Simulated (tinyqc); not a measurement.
Position of the spike: inter-valley coupling by envelope functions against a chain of atomic planes.

Chain: E(phi) = e0 + 2 v cos(phi) + 2 u cos(2 phi), cos(phi0) = -v/(4u), e0 = 2u + v^2/(4u); plane j = 0, 1, ... has the potential V_j = dE x_j + F (j - 30) a/4 (1 MV/m = 1e-4 V/angstrom). There are 30 barrier planes a side; with y = j - 29.5, x_j = xb (f(y) + f(Nw - y)), f(y) = 1/(1 + exp(y/L)), plus any Ge added in the well. The valley splitting is the spacing of the two lowest levels. Envelope theory: F_j solves a one-valley chain with hopping -b and diagonal 2b + V_j, b = 4u sin^2(phi0), sum F_j^2 = 1; the valleys couple by Dv = sum_j F_j^2 V_j exp(-2 i phi0 j) and split by 2|Dv|.

Inputs chosen for the exercise (near those of the Delta valleys of silicon in a SiGe well; shifted at random, so the results belong to these values and not to a real crystal): a = 5.431 angstrom (lattice constant; planes lie a/4 apart); u = 0.636 eV (second-neighbour hopping); v = 0.697 eV (nearest hopping); Nw = 54 (planes in the well); L = 1 planes (interface width); xb = 0.21 (Ge fraction of the barriers); dE = 0.62 eV (offset per unit Ge fraction); F = 5 MV/m (field); xs = 0.2 (Ge fraction added on that plane).

The spike is moved through the well; position counted from the first well plane, j - 30.

Against position:

| j - 30 | F_j^2, smooth | mean of the doublet (meV) | splitting, chain (micro-eV) | envelope | first order |
|---|---|---|---|---|---|
| 3 | 0.01355 | 22.29 | 2146 | 2031 | 3360 |
| 6 | 0.02299 | 22.98 | 3512 | 3308 | 5702 |
| 11 | 0.03555 | 24.10 | 5766 | 5541 | 8816 |
| 16 | 0.03933 | 24.81 | 7184 | 7048 | 9754 |
| 22 | 0.03316 | 24.25 | 6065 | 5943 | 8223 |
| 27 | 0.02386 | 23.19 | 3945 | 3808 | 5918 |
| 35 | 0.01047 | 22.00 | 1552 | 1459 | 2597 |
| 43 | 0.00313 | 21.46 | 473 | 445 | 777 |
| 51 | 0.00044 | 21.26 | 78 | 75 | 110 |

What does the comparison show?

The splitting is largest at plane 16 among these rows (7184 micro-eV), and the smooth envelope peaks at plane 15, counting all planes; without a spike it is 2.7. Where the splitting exceeds 20 micro-eV the envelope theory lies within 6.0 % of the chain and first order within 67 %.

Run: tinyqc, `OMP_NUM_THREADS=1 python tinyqc.py 1481819 1481820 out.jsonl`; Intel(R) Xeon(R) Processor @ 2.30GHz, one thread, shared host; about 0.1 s of CPU time with all checks.
